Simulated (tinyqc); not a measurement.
Inside a calculation. Method: tight binding, kagome lattice. One step of it, computed by the program tinyqc.

Problem. Bloch Hamiltonian at K. H_AB = -t1 - t2 exp(-i k.a1), H_AC = -t1 - t2 exp(-i k.a2), H_BC = -t1 - t2 exp(i k.(a1 - a2)), H_CC = delta.

Parameters chosen for this model:
```
parameter     value                unit
t1         0.500000    eV, up triangles
t2         1.560000  eV, down triangles
delta             0        eV on site C
```

k point K (fractions of the reciprocal vectors): 0.333333  0.666667

Give: H(k) at K.

Solution.

H(k) at K (eV), lower triangle (Hermitian):
```
                A               B       C
A          0.0000
B  0.2800-1.3510i          0.0000
C  0.2800+1.3510i  0.2800-1.3510i  0.0000
```
